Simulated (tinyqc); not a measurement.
Classical Heisenberg spin chain: exact results, Metropolis, heat-bath and over-relaxation steps, and a Monte Carlo run: one step, computed by the program tinyqc. Command: `OMP_NUM_THREADS=1 python tinyqc.py 3130011 3130012 out.jsonl heismc walk`. One thread of a shared host (Intel(R) Xeon(R) Processor @ 2.30GHz), about 0.2 s of CPU time with the checks.

E = -J sum_i s_i . s_(i+1) for unit vectors s_i on an open chain; K = J/(k_B T).

Task: Exact results. Each bond angle is independent, so u = <s_i . s_(i+1)> = coth K - 1/K, <s_i . s_(i+n)> = u^n, correlation length xi = -1/ln|u|, energy per bond -J u, heat capacity per bond c/k_B = 1 - K^2/sinh^2 K, and for the long chain chi = mu^2 (1 + u)/(3 k_B T (1 - u)) per spin.

Inputs (values chosen for the exercise, for a model chain of large moments): coupling J = -21 meV; temperature T = 87.2 K; moment mu = 4.8 mu_B.

Constants: k_B = 8.617333262e-05 eV/K; mu_B = 5.7883818060e-05 eV/T.

Give: K; u; xi; energy per bond; heat capacity; chi over the Curie value; chi.

Result:

K = -2.795

u = -0.6497

xi = 2.319 sites

energy per bond = -13.64 meV

heat capacity = 0.8824 k_B/bond

chi over the Curie value = 0.2124

chi = 0.01256 mu_B/T per spin
